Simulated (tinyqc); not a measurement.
Equilibrium and kinetic segregation of a solute to boundaries and growing surfaces: one step, computed by the program tinyqc.

Problem. Boundary energy. Gibbs adsorption for this isotherm in a dilute matrix: gamma = gamma_0 + Gam_0 [k_B T ln(1 - theta) + z w theta^2/2], Gam_0 = delta/Omega sites per area.

Inputs (values chosen for the exercise, for a model alloy): interaction z w (positive attracts) = -0.094 eV; temperature T = 800 K; boundary thickness delta = 0.51 nm; atomic volume Omega = 14.8 angstrom^3; clean boundary energy gamma_0 = 0.74 J/m^2.

Isotherm: Fowler-Guggenheim.

coverage theta = 0.01926600

Constants: 1 eV/angstrom^2 = 16.02176634 J/m^2; k_B = 8.617333262e-05 eV/K.

Give: Gam_0; boundary energy gamma.

Solution.

Gam_0 = 34.46 1/nm^2

boundary energy gamma = 0.7325 J/m^2

Segregation lowers gamma by 1.0 %, and the driving force of grain growth with it.
